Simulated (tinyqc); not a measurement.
# Changing the silane pressure p_S

Model: microkinetic model of low-temperature epitaxy from hydride gases: adsorption, hydrogen desorption and rate control. Computed by tinyqc, a small Python program. Command: `OMP_NUM_THREADS=1 python tinyqc.py 3029677 3029678 out.jsonl hepi sweep`. One thread of a shared host (Intel(R) Xeon(R) Processor @ 2.30GHz), about 0.04 s of CPU time with the checks.

Each hydride molecule needs two free sites and leaves four hydrogen atoms, of which two leave at once as H2; theta is the hydrogen coverage, the site density is 6.78 per nm^2 and one layer is 1.358 angstrom thick.

Inputs (values chosen for the exercise, close to those used for silane on Si(001)): sticking prefactor of silane s0 = 0.01; adsorption barrier E_s = 0.23 eV; desorption prefactor nu_d = 5.5e+12 1/s; desorption energy on silicon E_d = 2.01 eV; hydrogen carrier pressure p_H = 3400 Pa; sticking of hydrogen s_H = 6.3e-07; temperature T = 780 C.

Film: silicon. Order of hydrogen desorption: first.

Constants: k_B = 8.617333262e-05 eV/K; u = 1.6605390666e-27 kg; k_B = 1.380649e-23 J/K.

Method:
- Flux per site F = p/(sqrt(2 pi M k_B T) x 6.78e18 per m^2), M = 32.12 u (silane), 2.016 u (hydrogen); s = s0 exp(-E_s/(k_B T)); k_S = s F_S = k; k_H = s_H F_H; k_d = nu_d exp(-E_d/(k_B T)).
- Temperatures in kelvin are T(C) + 273.15.
- With k the hydride and k_H the hydrogen adsorption rate on free pairs and k_d the desorption rate, steady state: 2 (k + k_H)(1 - theta)^2 = k_d theta; growth rate R = k (1 - theta)^2 layers/s; 1 layer/s = 8.148 nm/min.
- With c = 2 (k + k_H)/k_d the free share is 1 - theta = 2/(1 + sqrt(1 + 4c)).
- X_i = d ln R/d ln k_i at fixed other constants. With f = 1 - theta and a = 2/f + 1/theta: d ln f/d ln k_d = 1/(a f), so X_d = 2/(a f), X_k = 1 - X_d k/(k + k_H), X_H = -X_d k_H/(k + k_H); they sum to 1.

One run for each value:
```
silane pressure p_S (Pa)  growth rate G (nm/min)  hydrogen coverage theta  X_d (desorption)
0.001                                  1.296e-02                  0.02591            0.0505
0.003                                  3.887e-02                  0.02591            0.0505
0.01                                   1.296e-01                  0.02593            0.0506
0.03                                   3.886e-01                  0.02598            0.0506
0.1                                    1.295e+00                  0.02614            0.0509
0.3                                    3.881e+00                  0.02659            0.0518
1                                      1.290e+01                  0.02818            0.0548
3                                      3.833e+01                  0.03266            0.0633
10                                     1.238e+02                  0.04773            0.0911
30                                     3.420e+02                  0.08624            0.1588
```

Describe and explain the trends.

Over the rows, growth rate G (nm/min) rises from 0.0130 to 342 (exponent d ln y / d ln x 1.00 between the first rows and 0.92 between the last); hydrogen coverage theta rises from 0.0259 to 0.0862 (exponent d ln y / d ln x 1.6e-4 between the first rows and 0.54 between the last); X_d (desorption) rises from 0.0505 to 0.159 (exponent d ln y / d ln x 1.6e-4 between the first rows and 0.51 between the last). At the low end the exponent of growth rate G is 1.00, close to 1: adsorption limits.

Caution (rows 30.0): at such rates gas-phase transport and depletion, left out here, would limit growth.
